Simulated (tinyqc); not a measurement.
# Worked calculation: charge-trap memory cell

Computed by the program tinyqc: `OMP_NUM_THREADS=1 python tinyqc.py 2130169 2130170 out.jsonl`, one thread of a shared Intel Xeon 2.30GHz, about 0.06 s for the whole run. Printed values are rounded.

Channel, tunnel oxide, storage layer, blocking layer, gate. N electrons per area sit in a sheet at the centroid and shift the threshold by U = (q/eps0) N (tb/eb + xc tn/en). EOT = t1 + 3.9 (tn/en + tb/eb); tunnel field F = (Vg - U)/EOT; dN/dt = eta (J/q)(1 - N/Nm). Fowler-Nordheim: J = A F^2 exp(-B/F), A = q^2/(16 pi^2 hbar mo phi) (times 1e14 for A/cm^2 with F in V/nm, emitter mass m0), B = (4/3) sqrt(mo/C) phi^1.5, C = hbar^2/(2 m0).

Inputs (values chosen for the exercise); oxide values close to those of silicon dioxide, storage layer close to silicon nitride, blocking layer close to silicon dioxide:
- phi = 3.01 eV (tunnel barrier)
- mo = 0.43 m0 (tunnelling mass)
- t1 = 5.7 nm (tunnel oxide (permittivity 3.9))
- tn = 6.9 nm (storage layer)
- en = 7.4 (its relative permittivity)
- tb = 7.6 nm (blocking layer)
- eb = 3.9 (its relative permittivity)
- xc = 0.57 (charge centroid, share of tn counted from the blocking side)
- eta = 0.85 (capture efficiency of an empty layer)
- Nm = 9.1e12 cm^-2 (trap density)
- T = 398 K (storage temperature)
- E1 = 0.9 eV (shallowest trap depth)
- E2 = 1.94 eV (deepest trap depth)
- nu = 1e13 1/s (attempt frequency)
- Vg = 21.3 V (gate voltage less flat band and surface potential)
- d0 = 2.2e-8 s (first time step)
- gr = 1.6 (growth of the step)
- n = 9 (steps)

Constants: q = 1.602176634e-19 C, kB = 1.380649e-23 J/K, hbar = 1.054571817e-34 J s, m0 = 9.1093837015e-31 kg, Vt = kB T/q, eps0 = 8.8541878128e-14 F/cm where lengths are in cm, hbar^2/(2 m0) = 0.0380998212 eV nm^2. Results are converted to the units shown.

Range of the model: The Fowler-Nordheim form needs F t1 above phi; trap-assisted paths and leakage through the blocking layer are left out.

## Constants of the stack

EOT, the shift for 1e12 electrons per cm^2, the shift with all traps full, and the starting field, current and rate.

EOT = 16.9365 nm
shift for 1e12 cm^-2 = 0.448796 V
shift with all traps full = 4.08405 V
F(0) = 1.25764 V/nm
J(0) = 1.57498 A/cm^2
dN/dt at the start = 8.35569e18 cm^-2 s^-1

## Midpoint steps of growing length

N(half) = N + (d/2) r(N), N(new) = N + d r(N(half)), r = dN/dt; the step starts at d0 and is multiplied by gr each time. Field in the blocking layer (3.9 F + q N/eps0)/eb.

| step | t (s) | N (cm^-2) | U (V) | F (V/nm) | blocking field (V/nm) |
|---|---|---|---|---|---|
| 0 | 0 | 0 | 0.00000 | 1.25764 | 1.25764 |
| 1 | 2.2e-8 | 1.74839e11 | 0.07847 | 1.25301 | 1.26112 |
| 2 | 5.72e-8 | 4.23171e11 | 0.18992 | 1.24643 | 1.26606 |
| 3 | 1.13520e-7 | 7.59065e11 | 0.34067 | 1.23753 | 1.27274 |
| 4 | 2.03632e-7 | 1.18795e12 | 0.53315 | 1.22616 | 1.28128 |
| 5 | 3.47811e-7 | 1.70314e12 | 0.76436 | 1.21251 | 1.29153 |
| 6 | 5.78498e-7 | 2.28720e12 | 1.02649 | 1.19703 | 1.30315 |
| 7 | 9.47597e-7 | 2.91745e12 | 1.30934 | 1.18033 | 1.31569 |
| 8 | 1.53815e-6 | 3.57150e12 | 1.60288 | 1.16300 | 1.32871 |
| 9 | 2.48305e-6 | 4.23049e12 | 1.89863 | 1.14554 | 1.34182 |

A converged integration gives U = 1.935 V at the last time; the steps are 1.9 % below that. The tunnel field falls by 8.91 % while the blocking field rises by 6.69 %.

## Retention after ten years

Retention: filled traps are spread evenly in depth from E1 to E2, and each empties at the rate nu exp(-E/kB T). The share left is the mean of exp(-nu t exp(-E/kB T)) = [kB T/(E2 - E1)] [E1x(nu t exp(-E2/kB T)) - E1x(nu t exp(-E1/kB T))], E1x the exponential integral; traps shallower than about Ed = kB T ln(nu t) are empty. t = 3.15576e8 s.

Ed = 1.69782 eV
share left = 0.213857
loss a decade while Ed lies between E1 and E2, kB T ln 10/(E2 - E1) = 0.0759344

The sharp-edge estimate (E2 - Ed)/(E2 - E1) is 0.233; the true edge lies 0.577 kB T deeper.
